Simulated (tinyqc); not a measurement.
# Punch-through p+-n junction, ionisation integral and breakdown: effects of single changes

A p+ layer at x < 0 and an n drift layer from x = 0 to L on an n+ substrate. Depletion approximation, built-in voltage neglected. Local ionisation coefficients alpha_n = an exp(-(bn/E)^mx), alpha_p = ap exp(-(bp/E)^mx). Electrons move towards +x, holes towards x = 0.

Values chosen for this exercise; material values close to those of 4H silicon carbide:
- eps_r = 9.69 (relative permittivity)
- an = 1.68e8 1/cm (prefactor of the electron ionisation coefficient)
- bn = 3.14e7 V/cm (field constant for electrons)
- ap = 3.54e8 1/cm (prefactor of the hole ionisation coefficient)
- bp = 2.5e7 V/cm (field constant for holes)
- mx = 1 (exponent)
- mu = 905 cm^2/(V s) (electron mobility of the drift layer)
- N = 9e16 cm^-3 (donor density of the drift layer)
- L = 1.3 um (thickness of the drift layer)

Constants: q = 1.602176634e-19 C, eps0 = 8.8541878128e-14 F/cm where lengths are in cm. Results are converted to the units shown.

Each table varies one quantity; the others keep the values above.

## Multiplication against voltage

W = sqrt(2 eps0 eps_r V/(q N)), peak field E0 = q N W/(eps0 eps_r), falling linearly to 0 at W; if W > L the layer is punched through: W = L, E0 = V/L + q N L/(2 eps0 eps_r), falling linearly to E1 = V/L - q N L/(2 eps0 eps_r). G(x) = integral from 0 to x of (alpha_n - alpha_p); I_n = integral of alpha_n exp(-G) (electrons injected at x = 0), I_p = integral of alpha_p exp(G(end) - G) (holes injected at the far edge); M = 1/(1 - I). Integrals on a fine grid; BV is where I_n = 1. Here BV = 279.927 V; the Miller exponent is n = ln(1 - 1/M)/ln(V/BV).

Multiplication against voltage:
```
V (V),E0 (kV/cm),I_n,I_p,M_n,M_p,"Miller n, electrons","Miller n, holes"
112,1.94e3,1.01e-4,0.00700,1.00,1.01,10.0,5.42
140,2.17e3,6.96e-4,0.0332,1.00,1.03,10.5,4.92
168,2.38e3,0.00319,0.108,1.00,1.12,11.3,4.36
196,2.60e3,0.0122,0.274,1.01,1.38,12.4,3.63
224,2.82e3,0.0441,0.544,1.05,2.19,14.0,2.73
241,2.95e3,0.0996,0.725,1.11,3.64,15.4,2.15
258,3.08e3,0.245,0.879,1.32,8.29,17.2,1.58
269,3.16e3,0.474,0.952,1.90,20.7,18.7,1.24
276,3.22e3,0.756,0.985,4.09,67.7,19.8,1.05
```

What does the comparison show?

M_n rises from 1.000 to 4.09 and M_p from 1.007 to 67.7; both diverge at BV. The Miller exponent for electrons rises from 10.0 to 19.8 and that for holes falls from 5.42 to 1.05, so one exponent describes neither over the whole range. The larger multiplication belongs to holes, whose coefficient at the peak field of the last row is 15.4 times the other.

## Effect of the drift doping

Same model as above.

Specific on-resistance Ron = L/(q mu N) with constant mobility and full ionisation.

Effect of the drift doping:
```
N (cm^-3),BV (V),E0 at BV (kV/cm),W at BV (um),Ron (mohm cm^2),BV^2/Ron (MW/cm^2),eps0 eps_r mu E0^3/4 (MW/cm^2)
7.5e15,341,2.71e3,1.30,0.120,971,3.87e3
1.4e16,340,2.78e3,1.30,0.0640,1.80e3,4.18e3
2.8e16,335,2.91e3,1.30,0.0320,3.50e3,4.80e3
5.3e16,317,3.08e3,1.30,0.0169,5.95e3,5.69e3
1e17,269,3.28e3,1.30,0.00897,8.05e3,6.85e3
2e17,166,3.52e3,0.943,0.00448,6.15e3,8.48e3
3.8e17,100,3.78e3,0.532,0.00236,4.28e3,1.05e4
7.2e17,61.4,4.06e3,0.302,0.00125,3.03e3,1.30e4
```

BV falls from 341 to 61.4 V while the critical field rises from 2710 to 4060 kV/cm. BV goes as N^(0.00) between the first two rows and N^(-0.77) between the last two (a coefficient proportional to E^7 gives -0.75 without punch-through). BV^2/Ron goes from 971 through a maximum of 8050 (at N = 1e17 among the rows listed) to 3030 MW/cm^2; the layer is punched through at breakdown in 5 of the 8 rows. For N = 7.2e17 the layer is under 0.5 um wide or BV under 82 V, so dead space, tunnelling and the built-in voltage, all left out, matter.

## Effect of the drift thickness

Same model as above.

The value eps0 eps_r mu E0^3/4 holds for a triangular field; a layer that punches through can exceed it.

Effect of the drift thickness:
```
L (um),BV (V),E0 at BV (kV/cm),W at BV (um),Ron (mohm cm^2),BV^2/Ron (MW/cm^2),eps0 eps_r mu E0^3/4 (MW/cm^2)
0.29,88.7,3.30e3,0.290,0.00222,3.54e3,7.00e3
0.39,115,3.27e3,0.390,0.00299,4.40e3,6.78e3
0.52,146,3.25e3,0.520,0.00398,5.38e3,6.68e3
0.7,186,3.25e3,0.700,0.00536,6.45e3,6.64e3
0.95,233,3.25e3,0.950,0.00728,7.43e3,6.64e3
1.3,280,3.25e3,1.30,0.00996,7.87e3,6.64e3
1.7,309,3.25e3,1.70,0.0130,7.33e3,6.64e3
2.3,313,3.25e3,1.93,0.0176,5.57e3,6.64e3
3.1,313,3.25e3,1.93,0.0238,4.13e3,6.64e3
```

What does the table show?

BV rises from 88.7 to 313 V and saturates once L exceeds the free depleted width of 1.93 um, while Ron keeps rising as L. BV^2/Ron goes from 3540 through a maximum of 7870 (at L = 1.3 um among the rows listed) to 4130 MW/cm^2. The best row has L = 0.67 of that width: the last part of the triangle adds little voltage but its full share of resistance. For L = 0.29, 0.39 the layer is under 0.5 um wide or BV under 82 V, so dead space, tunnelling and the built-in voltage, all left out, matter.

Program tinyqc, `OMP_NUM_THREADS=1 python tinyqc.py 2120022 2120023 out.jsonl`; Intel Xeon 2.30GHz, shared host, one thread, about 0.08 s.
